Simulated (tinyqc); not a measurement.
From results back to parameters: band edges of strained Si(1-x)Ge(x) on relaxed Si(1-y)Ge(y). Five cases, with inputs chosen for the exercise.

Problem. A layer on a (001) buffer has its Delta valleys split into the four in the plane and the two along z: E(Delta4) - E(Delta2) = XuD (e_par - e_perp), e_perp = -2 (C12/C11) e_par, e_par = (a(y) - a(x))/a(x). The splitting is given; find the strain and the Ge fraction y of the buffer.

Values are linear in the Ge fraction but for ED(x) = linear - CD x (1 - x) and a(x) = linear - Ca x (1 - x). Energies are on the common scale of Ev.

Case 1.

Values chosen (end members near Si and Ge, in this order; the results hold for these values, not for the real material):
- a = (5.435, 5.666) angstrom (lattice constant)
- Ca = 0.025 angstrom (bowing of the lattice constant)
- XuD = (9.1, 9.44) eV (uniaxial potential, Delta)
- C11 = (165, 129) GPa
- C12 = (63.1, 48.9) GPa
- x = 0.1 (Ge fraction of the layer)

E(Delta4) - E(Delta2) = -0.061586 eV

Case 2.

Values chosen (end members near Si and Ge, in this order; the results hold for these values, not for the real material):
- a = (5.432, 5.651) angstrom (lattice constant)
- Ca = 0.028 angstrom (bowing of the lattice constant)
- XuD = (9.2, 9.55) eV (uniaxial potential, Delta)
- C11 = (167, 130.4) GPa
- C12 = (64.4, 48.3) GPa
- x = 0 (Ge fraction of the layer)

E(Delta4) - E(Delta2) = 0.217161 eV

Case 3.

Values chosen (end members near Si and Ge, in this order; the results hold for these values, not for the real material):
- a = (5.434, 5.658) angstrom (lattice constant)
- Ca = 0.025 angstrom (bowing of the lattice constant)
- XuD = (9.12, 9.3) eV (uniaxial potential, Delta)
- C11 = (164.4, 128.5) GPa
- C12 = (64.5, 47.8) GPa
- x = 1 (Ge fraction of the layer)

E(Delta4) - E(Delta2) = -0.332541 eV

Case 4.

Values chosen (end members near Si and Ge, in this order; the results hold for these values, not for the real material):
- a = (5.426, 5.655) angstrom (lattice constant)
- Ca = 0 angstrom (bowing of the lattice constant)
- XuD = (9.01, 9.54) eV (uniaxial potential, Delta)
- C11 = (166.4, 129.3) GPa
- C12 = (64.5, 48.8) GPa
- x = 0 (Ge fraction of the layer)

E(Delta4) - E(Delta2) = 0.270021 eV

Case 5.

Values chosen (end members near Si and Ge, in this order; the results hold for these values, not for the real material):
- a = (5.432, 5.652) angstrom (lattice constant)
- Ca = 0 angstrom (bowing of the lattice constant)
- XuD = (9.22, 9.26) eV (uniaxial potential, Delta)
- C11 = (165.5, 129.4) GPa
- C12 = (63.2, 47.6) GPa
- x = 0.43 (Ge fraction of the layer)

E(Delta4) - E(Delta2) = 0.219205 eV

Find: e_par; a(y); y.

Solution. e_par = splitting/(XuD (1 + 2 C12/C11)) with the values at x; a(y) = a(x)(1 + e_par); a(y) rises steadily with y, so one root lies in the range.

Case 1.

e_par = -0.00382
a(y) = 5.4350 angstrom
y = 0

Case 2.

e_par = 0.01333
a(y) = 5.5044 angstrom
y = 0.360

Case 3.

e_par = -0.02050
a(y) = 5.5420 angstrom
y = 0.510

Case 4.

e_par = 0.01688
a(y) = 5.5176 angstrom
y = 0.400

Case 5.

e_par = 0.01353
a(y) = 5.6014 angstrom
y = 0.770

Computed by tinyqc, one run a case: `OMP_NUM_THREADS=1 python tinyqc.py N N+1 out.jsonl` with N = 1081121, 1081179, 1081256, 1081326, 1081327; one thread of a shared Intel(R) Xeon(R) Processor @ 2.30GHz, about 0.02 s a run at most.
